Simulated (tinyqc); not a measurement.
# Undoped symmetric double-gate MOSFET, analytic potential model: effect of the temperature

An undoped body of thickness ts between two equal insulators and tied gates; long channel, electrons only, n = ni exp((psi - V)/Vt) with V the quasi-Fermi potential (0 at the source, Vd at the drain), constant mobility, no quantisation. Across the body psi(x) = V - 2 Vt ln[(ts/(2 beta)) sqrt(q ni/(2 eps0 eps_r Vt)) cos(2 beta x/ts)], x from the centre. Q is the electron charge per area of the whole body.

Nc and Nv are given at 325 K and scale as (T/325 K)^1.5; Eg and mu are held fixed. ni = sqrt(Nc Nv) exp(-Eg/(2 Vt)), Eg in volts; r = eps_r tox/(eox ts); V0 = dphi + 2 Vt ln[(2/ts) sqrt(2 eps0 eps_r Vt/(q ni))]. beta (between 0 and pi/2) solves (Vg - V0 - V)/(2 Vt) = ln(beta) - ln(cos beta) + 2 r beta tan(beta). Q = 8 eps0 eps_r Vt beta tan(beta)/ts; I = mu (1/L)(4 eps0 eps_r/ts)(2 Vt)^2 [g(beta_s) - g(beta_d)] per width, g = beta tan(beta) - beta^2/2 + r beta^2 tan^2(beta), with beta_s at V = 0 and beta_d at V = Vd.  I(low) is taken at Vg = 0.38 V, Qs and I(high) at Vg = 1.13 V.

Parameters, values chosen for the exercise; material values close to those of silicon:
- Eg = 1.12 eV (band gap)
- eps_r = 11.6 (relative permittivity of the semiconductor)
- Nc = 3.11e19 cm^-3 (conduction-band density of states at the reference temperature)
- Nv = 2.98e19 cm^-3 (valence-band density of states at the reference temperature)
- eox = 3.91 (relative permittivity of the gate insulator)
- tox = 3.8 nm (insulator thickness)
- ts = 5 nm (body thickness)
- dphi = 0.12 V (gate work function less that of the intrinsic body)
- mu = 270 cm^2/(V s) (channel mobility)
- L = 0.2 um (gate length)
- Vd = 0.5 V (drain voltage)

Constants: q = 1.602176634e-19 C, kB = 1.380649e-23 J/K, Vt = kB T/q, eps0 = 8.8541878128e-14 F/cm where lengths are in cm. Results are converted to the units shown.

Effect of the temperature:

| T (K) | V0 (V) | I(low) (nA/um) | Qs(high) (nC/cm^2) | I(high) (uA/um) |
|---|---|---|---|---|
| 220 | 0.6521 | 0.004663 | 799.4 | 265.8 |
| 250 | 0.6469 | 0.04287 | 807.1 | 273.3 |
| 280 | 0.6416 | 0.2530 | 815.8 | 281.2 |
| 310 | 0.6361 | 1.087 | 825.1 | 289.4 |
| 340 | 0.6305 | 3.685 | 835.1 | 297.8 |
| 370 | 0.6248 | 10.43 | 845.7 | 306.5 |
| 400 | 0.6189 | 25.61 | 856.8 | 315.5 |
| 430 | 0.6130 | 56.07 | 868.3 | 324.5 |

What does the table show?

As T goes from 220 to 430 K, I(low) rises from 0.00466 to 56.1 nA/um and I(high) rises from 266 to 325 uA/um. V0 falls from 0.652 to 0.613 V. In every row the surface density at the source at the higher gate voltage passes 0.3 Nc, where Boltzmann statistics fail. In every row mu V/L at the higher gate voltage, with V the smaller of Vd and Vg - V0, passes 3e6 cm/s, so velocity saturation would lower the current. In every row the mobility is held fixed, though a real one changes with T. In every row the body is thin enough for quantum confinement, left out here, to raise the threshold.

tinyqc, about 0.02 s, one thread, Intel Xeon 2.30GHz (shared host): `OMP_NUM_THREADS=1 python tinyqc.py 2440057 2440058 out.jsonl`
